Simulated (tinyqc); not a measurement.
What moves the results: cyclotron resonance of ellipsoidal valleys, Si type. A value that a table varies takes the place of the one given here.

Valleys along [100], [010], [001] (each with its opposite partner), mass ml along the axis and mt across it. B lies in the (1-10) plane, b = (sin(theta)/sqrt2, sin(theta)/sqrt2, cos(theta)). For the angle phi between B and the axis, 1/mc^2 = cos^2(phi)/mt^2 + sin^2(phi)/(mt ml). Resonance: h nu = 2 muB B/mc, h = 2 pi hbar.

Constants: hbar = 6.58211957e-16 eV s; muB = 5.788381798e-05 eV/T.

Parameters, chosen for this exercise (near those of Si; not measured data):
- ml = 0.877 m0 (longitudinal mass)
- mt = 0.19 m0 (transverse mass)
- ths = (0, 15, 30, 45, 60, 75, 90) degrees (angles)
- g1 = 4.3 (Luttinger gamma1)
- g2 = 0.34 (gamma2)
- g3 = 1.44 (gamma3)
- theta = 73 degrees (angle of B from [001] towards [110])
- nu = 9.4 GHz (microwave frequency)

## Rotating the field

mc against theta; [100] and [010] stay equal in this plane.

Cyclotron masses (m0):

| theta (degrees) | [100] | [001] |
|---|---|---|
| 0 | 0.4082 | 0.1900 |
| 15 | 0.3855 | 0.1952 |
| 30 | 0.3388 | 0.2119 |
| 45 | 0.2958 | 0.2436 |
| 60 | 0.2659 | 0.2958 |
| 75 | 0.2490 | 0.3663 |
| 90 | 0.2436 | 0.4082 |

All valleys give one line at theta = 54.7 degrees, B along [111], with mc = 0.2749. The [001] pair goes from mt to sqrt(ml mt), a factor 2.15; the other four only fall from sqrt(ml mt) to 0.2436, since their angle to B never drops below 45 degrees.

## Heavy and light holes (cyclotron masses of warped hole bands)

E = c k^2 f(n) with f = g1 -/+ 2 sqrt(g2^2 + 3 (g3^2 - g2^2)(nx^2 ny^2 + ny^2 nz^2 + nz^2 nx^2)). For the orbit through k = 0 perpendicular to b = (sin(theta)/sqrt2, sin(theta)/sqrt2, cos(theta)), mc is the mean of 1/f over the directions n in that plane (180 evenly spaced angles). Quantum effects of the lowest levels are left out.

Cyclotron masses (m0):

| theta (degrees) | heavy | light |
|---|---|---|
| 0 | 0.4134 | 0.1676 |
| 15 | 0.4410 | 0.1619 |
| 30 | 0.5035 | 0.1531 |
| 45 | 0.5527 | 0.1477 |
| 60 | 0.5593 | 0.1470 |
| 75 | 0.5461 | 0.1505 |
| 90 | 0.5377 | 0.1542 |

The heavy mass varies by 35 % over the table, with its largest listed value at 60 degrees ([111] lies at 54.7) and its smallest at 0; the light mass varies by 14.1 %. The warping term enters both with the same size, but it is set against a small inverse mass in one and a large one in the other (along [111], g1 - 2 g3 = 1.42 and g1 + 2 g3 = 7.18).

## What each parameter does

Resonance fields B = h nu mc/(2 muB) of the valleys [100] and [001]. Each row changes one parameter from the base and keeps the others.

Results:

| case | [100] (T) | [001] (T) |
|---|---|---|
| base | 0.0842 | 0.1198 |
| ml = 1.009 m0 | 0.0853 | 0.1257 |
| mt = 0.209 m0 | 0.0916 | 0.1274 |
| theta = 77 degrees | 0.0832 | 0.1260 |
| nu = 10.34 GHz | 0.0926 | 0.1318 |

The largest shifts from the base row, up to three for each result and ties (the steps differ in size, so this ranks the rows, not the parameters). [100] (T): nu +0.0084, mt +0.0075, ml +0.0011. [001] (T): nu +0.0120, mt +0.0076, theta +0.0062.

(tinyqc, `OMP_NUM_THREADS=1 python tinyqc.py 1251942 1251943 out.jsonl`, Intel(R) Xeon(R) Processor @ 2.30GHz, 1 thread, shared host, about 0.01 s.)
